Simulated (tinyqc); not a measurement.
# Junction field-effect transistor with two gates, gradual channel with velocity saturation: depletion, velocity and field along the channel

A uniformly doped n-type channel, depleted from both sides by p+ gates; at channel potential V the depleted share of a is u = sqrt((Vbi - Vg + V)/Vp), s at the source. Electrons drift with v = mu E/(1 + mu E/vsat). Abrupt depletion edge, no series resistance, source at 0.

ni = sqrt(Nc Nv) exp(-Eg/(2 Vt)), Eg in volts; Vbi = Vt ln(Na Nd/ni^2); Vp = q Nd a^2/(2 eps0 eps_r); G0 = 2 q mu Nd a W/L; Z = mu Vp/(vsat L); s = sqrt((Vbi - Vg)/Vp). I = (G0 Vp/3) F/(1 + Z (u^2 - s^2)), F = 3 (u^2 - s^2) - 2 (u^3 - s^3), with u at V = Vd; Z = 0 gives constant mobility, for which u stops at 1. At channel potential V: y/L = (G0 Vp/3) F(u)/I - Z V/Vp, v = vsat I Z/(G0 Vp (1 - u)), E = (vsat/mu) w/(1 - w) with w = v/vsat.

Values chosen for this exercise; material values close to those of gallium arsenide: temperature T = 273 K; relative permittivity of the semiconductor eps_r = 12.8; conduction-band density of states at T Nc = 3.77e17 cm^-3; band gap Eg = 1.39 eV; valence-band density of states at T Nv = 7.8e18 cm^-3; donor density of the channel Nd = 3.9e16 cm^-3; half the channel thickness a = 250 nm; low-field mobility at this doping mu = 4600 cm^2/(V s); saturation velocity vsat = 8.3e6 cm/s; gate length L = 1 um; gate width W = 100 um; acceptor density of the gates Na = 1e18 cm^-3; gate voltage Vg = 0 V; drain voltage Vd = 0.18 V.

Constants: q = 1.602176634e-19 C, kB = 1.380649e-23 J/K, Vt = kB T/q, eps0 = 8.8541878128e-14 F/cm where lengths are in cm. Results are converted to the units shown.

Along the channel:
```
V (V)	u	y/L	v (cm/s)	E (kV/cm)
0	0.8647	0.000	3.240e6	1.155
0.03	0.8747	0.244	3.499e6	1.315
0.06	0.8846	0.456	3.799e6	1.523
0.09	0.8944	0.638	4.151e6	1.805
0.12	0.9041	0.789	4.570e6	2.211
0.15	0.9137	0.909	5.077e6	2.843
0.18	0.9232	1.000	5.704e6	3.964
```

What do the numbers show?

From source to drain the open share 1 - u falls from 0.135 to 0.0768, so the velocity rises by a factor of 1.76, to 0.687 vsat, and the field by 3.43. Half of Vd drops over the last 36 % of the gate length.

tinyqc, about 0.06 s, one thread, Intel Xeon 2.30GHz (shared host): `OMP_NUM_THREADS=1 python tinyqc.py 2500031 2500032 out.jsonl`
